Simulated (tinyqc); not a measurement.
Changing the heavy mass M: three-phonon processes in a diatomic chain: dispersion, energy and momentum conservation, and decay channels of optical phonons. Computed by tinyqc, a small Python program. Command: `OMP_NUM_THREADS=1 python tinyqc.py 3120015 3120016 out.jsonl threeph sweep`. One thread of a shared host (Intel(R) Xeon(R) Processor @ 2.30GHz), about 0.01 s of CPU time with the checks.

Cell length a, two atoms, one spring constant. x = q a/pi runs from -1 to 1; A and O are the acoustic and optical branches. Matrix elements are not computed: only conservation laws and occupation factors are followed.

Inputs (values chosen for the exercise, for a model chain): light mass m = 69.7 u; spring constant k = 4.6 eV/angstrom^2.

Constants: nu for 1 eV/(angstrom^2 u) = 15.6333042 THz.

Method. omega^2 = k (1/m + 1/M) -/+ k sqrt((1/m + 1/M)^2 - 4 sin^2(pi x/2)/(m M)); nu = 15.6333042 THz x sqrt(omega^2) for eV/(angstrom^2 u). Acoustic top sqrt(2 k/M), optical bottom sqrt(2 k/m), optical top sqrt(2 k (1/m + 1/M)).

One run for each value:
```
heavy mass M (u),optical top over twice the acoustic top,optical bottom over twice the acoustic top,optical width over acoustic top,acoustic top (THz)
73.2,0.716,0.512,0.4071,5.542
90.6,0.758,0.570,0.3764,4.982
112.0,0.807,0.634,0.3470,4.481
139.0,0.865,0.706,0.3182,4.022
174.0,0.935,0.790,0.2899,3.595
202.0,0.987,0.851,0.2720,3.336
244.0,1.061,0.936,0.2505,3.036
314.0,1.173,1.061,0.2238,2.676
418.0,1.323,1.224,0.1963,2.319
```

Over the rows, optical top over twice the acoustic top rises from 0.716 to 1.32 (exponent d ln y / d ln x 0.27 between the first rows and 0.42 between the last); optical bottom over twice the acoustic top rises from 0.512 to 1.22 (exponent d ln y / d ln x about 0.50 throughout); optical width over acoustic top falls from 0.407 to 0.196 (exponent d ln y / d ln x -0.37 between the first rows and -0.46 between the last).
